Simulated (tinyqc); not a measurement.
CIS and TDHF on RHF in the sto-3g basis, frozen core, for BeH2, spin multiplicity 1, step by step. One step of it, computed by the program tinyqc.

Question. CIS matrix, triplets. A(ia,jb) = (e_a - e_i) d_ij d_ab - (ij|ab).

orbital energies (hartree): MO1 -4.525294, MO2 -0.438904, MO3 -0.399663, MO4 0.213546, MO5 0.213546, MO6 0.411536, MO7 0.820788

Two-electron integrals over orbitals (pq|rs), unique and non-zero (hartree); the lowest 1 orbital is frozen and left out:
```
(22|22) 0.386761    (32|32) 0.162000    (33|22) 0.399550    (33|33) 0.422852
(42|42) 0.048328    (43|43) 0.013599    (44|22) 0.361573    (44|33) 0.346546
(44|44) 0.449859    (52|52) 0.048328    (53|53) 0.013599    (54|54) 0.024249
(55|22) 0.361573    (55|33) 0.346546    (55|44) 0.401360    (55|55) 0.449859
(62|22) -0.019681   (62|33) -0.043955   (62|44) 0.059786    (62|55) 0.059786
(62|62) 0.080183    (63|32) -0.093117   (63|63) 0.084756    (64|42) 0.047051
(64|64) 0.050288    (65|52) 0.047051    (65|65) 0.050288    (66|22) 0.387072
(66|33) 0.398164    (66|44) 0.360627    (66|55) 0.360627    (66|62) -0.031000
(66|66) 0.403041    (72|32) -0.041689   (72|63) 0.061756    (72|72) 0.056868
(73|22) -0.002291   (73|33) -0.018808   (73|44) 0.064833    (73|55) 0.064833
(73|62) 0.075706    (73|66) -0.023007   (73|73) 0.084662    (74|43) 0.013551
(74|74) 0.016775    (75|53) 0.013551    (75|75) 0.016775    (76|32) 0.141503
(76|63) -0.093256   (76|72) -0.051642   (76|76) 0.138776    (77|22) 0.414754
(77|33) 0.432413    (77|44) 0.384773    (77|55) 0.384773    (77|62) -0.027714
(77|66) 0.423868    (77|73) -0.003463   (77|77) 0.472253
```

Give: CIS matrix A, triplet.

Answer.

CIS matrix A, triplet (hartree), lower triangle:
```
       2>4    2>5     2>6     2>7    3>4    3>5    3>6    3>7
2>4  0.291
2>5  0.000  0.291
2>6  0.000  0.000   0.463
2>7  0.000  0.000   0.000   0.845
3>4  0.000  0.000   0.000   0.000  0.267
3>5  0.000  0.000   0.000   0.000  0.000  0.267
3>6  0.000  0.000   0.000  -0.142  0.000  0.000  0.413
3>7  0.000  0.000  -0.142   0.000  0.000  0.000  0.000  0.788
```
